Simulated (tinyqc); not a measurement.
Six-band hole subbands of a thin body in a field: one step. Its levels. Three cases, with inputs chosen for the exercise.

Task: Diagonalise; the levels come in pairs. Give each pair and its weights on X, Y, Z, summed over spin and averaged over the pair.

Give: levels; weights.

Case 1.

H (meV), lower triangle (Hermitian):
```
                  X+         Y+        Z+                X-       Y-       Z-
X+           44.9579
Y+  46.3329-14.6667i    44.9579
Z+                 0          0   52.8497
X-                 0          0   14.6667           44.9579
Y-                 0          0  14.6667i  46.3329+14.6667i  44.9579
Z-          -14.6667  -14.6667i         0                 0        0  52.8497
```

Result:

levels (meV): -6.31  49.35  99.72

weights:
```
   pair 1  pair 2  pair 3
X   0.477   0.082   0.440
Y   0.477   0.082   0.440
Z   0.045   0.836   0.119
```

Case 2.

H (meV), lower triangle (Hermitian):
```
                  X+         Y+        Z+                X-        Y-        Z-
X+          287.3287
Y+  83.6162-14.3333i   287.3287
Z+                 0          0  323.0867
X-                 0          0   14.3333          287.3287
Y-                 0          0  14.3333i  83.6162+14.3333i  287.3287
Z-          -14.3333  -14.3333i         0                 0         0  323.0867
```

Result:

levels (meV): 201.08  319.94  376.73

weights:
```
   pair 1  pair 2  pair 3
X   0.494   0.046   0.460
Y   0.494   0.046   0.460
Z   0.012   0.909   0.080
```

Case 3.

H (meV), lower triangle (Hermitian):
```
                   X+         Y+        Z+                 X-        Y-
X+           421.9927
Y+  -25.9516-14.3333i   421.9927
Z+                  0          0  412.8187
X-                  0          0   14.3333           421.9927
Y-                  0          0  14.3333i  -25.9516+14.3333i  421.9927
Z-           -14.3333  -14.3333i         0                  0         0

          Z-
Z-  412.8187
```

Result:

levels (meV): 387.25  411.01  458.55

weights:
```
   pair 1  pair 2  pair 3
X   0.403   0.164   0.433
Y   0.403   0.164   0.433
Z   0.194   0.671   0.135
```

Computed by tinyqc, one run a case: `OMP_NUM_THREADS=1 python tinyqc.py N N+1 out.jsonl` with N = 1282262, 1282461, 1282487; one thread of a shared Intel(R) Xeon(R) Processor @ 2.30GHz, about 0.4 s a run at most.
